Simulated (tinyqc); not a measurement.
Worked calculation: bias-temperature instability from a Gaussian distribution of capture and emission barriers. Computed by tinyqc, a small Python program that keeps every step. Command: `OMP_NUM_THREADS=1 python tinyqc.py 3026587 3026588 out.jsonl bti walk`. One thread of a shared host (Intel(R) Xeon(R) Processor @ 2.30GHz), about 0.01 s of CPU time with the checks. Intermediate numbers are printed to about 6 digits and carried at full precision; extremes and crossings named in words are read from the listed rows.

Each trap has a capture time tau_0 exp(E_c/(k_B T)) under stress and an emission time tau_0 exp(E_e/(k_B T)) after it. E_c is Gaussian, and E_e = E_c + d with d Gaussian and independent. A trap counts as filled once t_s exceeds its capture time and as emptied once t_r exceeds its emission time.

Inputs (values chosen for the exercise, for a model p-channel transistor):
```
quantity,value,unit
shift with all traps filled V_max,220,mV
mean capture barrier at zero field mu_c,1.53,eV
spread of capture barriers sigma_c,0.32,eV
lowering of mu_c per field k_F,0.059,eV/(MV/cm)
oxide field F,6.4,MV/cm
"mean of E_e - E_c at the stress field, delta",-0.091,eV
"spread of E_e - E_c, sigma_d",0.16,eV
time constant tau_0,1e-11,s
temperature T,25,C
stress time t_s,1000,s
recovery time t_r,0.0005,s
failure criterion,30,mV
```

Constants: k_B = 8.617333262e-05 eV/K.

## Stress

Demarcation energies E_s = k_B T ln(t_s/tau_0), E_r = k_B T ln(t_r/tau_0); mean barrier mu = mu_c - k_F F; z = (E_s - mu)/sigma_c; Phi is the standard normal distribution. Temperatures in kelvin are T(C) + 273.15. Shift without recovery dV0 = V_max Phi(z); local time exponent n = d ln dV0/d ln t_s = (k_B T/sigma_c) exp(-z^2/2)/(sqrt(2 pi) Phi(z)); apparent activation energy n E_s.

E_s = 0.828231 eV

mean barrier mu = 1.1524 eV

z = -1.01303

shift without recovery dV0 = 34.2151 mV

time exponent n = 0.123291

apparent activation energy = 0.102113 eV

The stress has filled 16 % of the traps. The apparent energy 0.102 eV is only the share n of the barriers near 0.83 eV that are being crossed.

## Recovery

Remaining shift dV = V_max int_(-infinity)^(E_s) g(E_c) [1 - Phi((E_r - E_c - delta)/sigma_d)] dE_c, g the Gaussian density of E_c (Gauss-Legendre, 120 points over 7 sigma_c below E_s).

E_r = 0.455466 eV

remaining shift dV = 24.7638 mV

remaining share dV/dV0 = 0.723767

A measurement delay of t_r hides 28 % of the shift.

## Lifetime

Solve V_max Phi(z) = criterion for t_s; the power-law extrapolation from the stress point is t_s (criterion/dV0)^(1/n); 1 year = 3.15576e7 s.

log10 of the lifetime in s = 2.54685

log10 of the power-law estimate in s = 2.53689

The power law gives a time shorter by 0.01 decades, since n falls as traps fill; ten years is log10 = 8.50.

## What a measurement delay does to the time exponent

Columns: no delay, and delays of 1 us, 1 ms and 1 s.

Shift (mV):
```
t_s (s),no delay,1 us,1 ms,1 s
1.00e+00,12.8660,9.6592,5.3541,1.5486
1.00e+01,18.3407,14.9509,9.5542,3.4891
1.00e+02,25.4051,21.9168,15.6544,7.0023
1.00e+03,34.2151,30.6815,23.8322,12.6453
1.00e+04,44.8341,41.2826,34.0937,20.7818
1.00e+05,57.2045,53.6470,46.2904,31.4553
1.00e+06,71.1324,67.5732,60.1460,44.3778
1.00e+07,86.2885,82.7289,75.2763,59.0201
```

Between 10 and 1000 s the apparent exponent is 0.135 without delay, 0.156 at 1 us, 0.198 at 1 ms and 0.280 at 1 s: a slow measurement loses more of a short stress than of a long one, which steepens the curve. Without delay the exponent falls from 0.154 to 0.084 over the table, so the growth is not a true power law. Caution: step-function filling and one Gaussian population are simplifications; real devices show several populations.

Checks made by the program: time exponent against a finite difference (relative difference below 1e-10).
